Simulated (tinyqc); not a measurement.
Inside a calculation. Method: plane-wave Kohn-Sham cycle with exchange-only LDA in a layered model solid. Computed by tinyqc, a small Python program that keeps every step. Settings: points = 16, plane-wave index or count = 3, electrons = 4, k points = 3, area = 9.0, mixing = 1.0, iteration cap = 59. Command: `OMP_NUM_THREADS=1 python tinyqc.py 22468 22469 out.jsonl` (the two numbers bound the seeds that draw the settings). One thread of a shared host (Intel(R) Xeon(R) Processor @ 2.60GHz), about 0.02 s of CPU time with the checks. Later iterations appear only in the table of the cycle.

## Iteration 1: potential

A solid whose potential varies along x alone (atomic units):
```
parameter                      value
period a                   10.600000
cross-section of the cell   9.000000
electrons per cell                 4
grid points                       16
plane waves -n..n, n               3
k points                           3
V1 in V1 cos(2 pi x/a)     -0.600000
```

density at the start, on the grid x_j = j a/N (e/bohr^3): 0.04192872  0.04192872  0.04192872  0.04192872  0.04192872  0.04192872  0.04192872  0.04192872  0.04192872  0.04192872  0.04192872  0.04192872  0.04192872  0.04192872  0.04192872  0.04192872

V_H(G) = 4 pi rho(G)/G^2 for G != 0 (uniform background); v_x = -(3 rho/pi)^(1/3); V = V_ext + V_H + v_x; Fourier components f(G_m) = (1/N) sum_j f(x_j) exp(-i G_m x_j).

Potentials on the grid (hartree):
```
x             V_ext       V_H        v_x          V
0.000000  -0.600000  0.000000  -0.342106  -0.942106
0.662500  -0.554328  0.000000  -0.342106  -0.896434
1.325000  -0.424264  0.000000  -0.342106  -0.766370
1.987500  -0.229610  0.000000  -0.342106  -0.571716
2.650000          0  0.000000  -0.342106  -0.342106
3.312500   0.229610  0.000000  -0.342106  -0.112496
3.975000   0.424264  0.000000  -0.342106   0.082158
4.637500   0.554328  0.000000  -0.342106   0.212221
5.300000   0.600000  0.000000  -0.342106   0.257894
5.962500   0.554328  0.000000  -0.342106   0.212221
6.625000   0.424264  0.000000  -0.342106   0.082158
7.287500   0.229610  0.000000  -0.342106  -0.112496
7.950000          0  0.000000  -0.342106  -0.342106
8.612500  -0.229610  0.000000  -0.342106  -0.571716
9.275000  -0.424264  0.000000  -0.342106  -0.766370
9.937500  -0.554328  0.000000  -0.342106  -0.896434
```

V(G_m), m = 0, 1, 2, ... (hartree): -0.342106  -0.300000  0.000000  0.000000  0.000000  0.000000  0.000000

## Iteration 1: Hamiltonian at one k

k = 0.000000 2 pi / a

H(m,m') = (k + G_m)^2/2 delta + V(G_m - G_m'), with V(-G) = V(G).

H (hartree):
```
           -3         -2         -1         +0         +1         +2         +3
-3   1.238998  -0.300000   0.000000   0.000000   0.000000   0.000000   0.000000
-2  -0.300000   0.360607  -0.300000   0.000000   0.000000   0.000000   0.000000
-1   0.000000  -0.300000  -0.166428  -0.300000   0.000000   0.000000   0.000000
+0   0.000000   0.000000  -0.300000  -0.342106  -0.300000   0.000000   0.000000
+1   0.000000   0.000000   0.000000  -0.300000  -0.166428  -0.300000   0.000000
+2   0.000000   0.000000   0.000000   0.000000  -0.300000   0.360607  -0.300000
+3   0.000000   0.000000   0.000000   0.000000   0.000000  -0.300000   1.238998
```

## Iteration 1: levels at that k

Diagonalise the Hermitian matrix.

eigenvalues (hartree): -0.724175  -0.312697  0.012792  0.408699  0.464834  1.337175  1.337619

## Iteration 1: new density

Motion across x is left out: the lowest 2 band(s) hold two electrons at each of the k points (j + 1/2)/nk - 1/2. Residual R = rho(out) - rho(in); rho(new) = rho(in) + 1 R. rho(out) = 2/(a A nk) sum |psi|^2 with psi = sum c exp(i G x). Harris energy E = band energy - dV sum rho (V_H/2 + v_x) + (3/4) dV sum rho v_x with rho(in), dV = a A/N, band energy = (2/nk) sum of the filled levels.

rho(out) (e/bohr^3): 0.08107121  0.08919658  0.09130590  0.06623321  0.03232958  0.01131211  0.00331371  0.00097298  0.00046020  0.00097298  0.00331371  0.01131211  0.03232958  0.06623321  0.09130590  0.08919658

density after iteration 1 (e/bohr^3): 0.08107121  0.08919658  0.09130590  0.06623321  0.03232958  0.01131211  0.00331371  0.00097298  0.00046020  0.00097298  0.00331371  0.01131211  0.03232958  0.06623321  0.09130590  0.08919658

energy per cell = -1.73496462 hartree

## Iteration 2: potential

As before.

Potentials on the grid (hartree):
```
x             V_ext        V_H        v_x          V
0.000000  -0.600000   1.819682  -0.426199   0.793483
0.662500  -0.554328   1.707283  -0.439987   0.712968
1.325000  -0.424264   1.337027  -0.443428   0.469334
1.987500  -0.229610   0.708159  -0.398427   0.080122
2.650000          0  -0.050718  -0.313707  -0.364425
3.312500   0.229610  -0.763219  -0.221057  -0.754666
3.975000   0.424264  -1.312970  -0.146812  -1.035518
4.637500   0.554328  -1.652223  -0.097579  -1.195475
5.300000   0.600000  -1.766359  -0.076028  -1.242387
5.962500   0.554328  -1.652223  -0.097579  -1.195475
6.625000   0.424264  -1.312970  -0.146812  -1.035518
7.287500   0.229610  -0.763219  -0.221057  -0.754666
7.950000          0  -0.050718  -0.313707  -0.364425
8.612500  -0.229610   0.708159  -0.398427   0.080122
9.275000  -0.424264   1.337027  -0.443428   0.469334
9.937500  -0.554328   1.707283  -0.439987   0.712968
```

V(G_m), m = 0, 1, 2, ... (hartree): -0.289014  0.520582  0.034471  -0.010884  -0.002837  -0.000655  0.000523

## Iteration 2: Hamiltonian at one k

k = 0.000000 2 pi / a

As before.

H (hartree):
```
           -3         -2         -1         +0         +1         +2         +3
-3   1.292090   0.520582   0.034471  -0.010884  -0.002837  -0.000655   0.000523
-2   0.520582   0.413699   0.520582   0.034471  -0.010884  -0.002837  -0.000655
-1   0.034471   0.520582  -0.113336   0.520582   0.034471  -0.010884  -0.002837
+0  -0.010884   0.034471   0.520582  -0.289014   0.520582   0.034471  -0.010884
+1  -0.002837  -0.010884   0.034471   0.520582  -0.113336   0.520582   0.034471
+2  -0.000655  -0.002837  -0.010884   0.034471   0.520582   0.413699   0.520582
+3   0.000523  -0.000655  -0.002837  -0.010884   0.034471   0.520582   1.292090
```

## Iteration 2: levels at that k

As before.

eigenvalues (hartree): -0.999145  -0.501963  -0.007624  0.485171  0.759356  1.577089  1.583009

## Iteration 2: new density

As before.

rho(out) (e/bohr^3): 0.00004315  0.00014552  0.00067991  0.00443723  0.02208919  0.06293477  0.10106065  0.10019736  0.08772712  0.10019736  0.10106065  0.06293477  0.02208919  0.00443723  0.00067991  0.00014552

density after iteration 2 (e/bohr^3): 0.00004315  0.00014552  0.00067991  0.00443723  0.02208919  0.06293477  0.10106065  0.10019736  0.08772712  0.10019736  0.10106065  0.06293477  0.02208919  0.00443723  0.00067991  0.00014552

energy per cell = -4.84983820 hartree

## Convergence

Stop when sqrt(dV sum R^2) is below 1e-8, dV = a A/N.

Course of the cycle:
```
iteration  E (hartree)  norm of the residual
1          -1.73496462              3.64e-01
2          -4.84983820              7.66e-01
3          -9.35922982              8.57e-01
4          -7.07424057              8.70e-01
5          -9.76732813              8.71e-01
6          -7.09051615              8.71e-01
7          -9.77036516              8.71e-01
8          -7.09066159              8.71e-01
9          -9.77039326              8.71e-01
10         -7.09066297              8.71e-01
11         -9.77039353              8.71e-01
...                ...                   ...
49         -9.77039353              8.71e-01
50         -7.09066298              8.71e-01
51         -9.77039353              8.71e-01
52         -7.09066298              8.71e-01
53         -9.77039353              8.71e-01
54         -7.09066298              8.71e-01
55         -9.77039353              8.71e-01
56         -7.09066298              8.71e-01
57         -9.77039353              8.71e-01
58         -7.09066298              8.71e-01
59         -9.77039353              8.71e-01
```

Not converged within 59 iterations: the residual has stopped falling: the iteration swings between two states. Reruns (cap 100 unless said): mixing 0.1: not converged; mixing 0.5, Kerker q0 1.0: not converged; mixing 0.3, Pulay depth 5: converged in 15 (E = -0.99622); the original settings with a cap of 400: not converged.
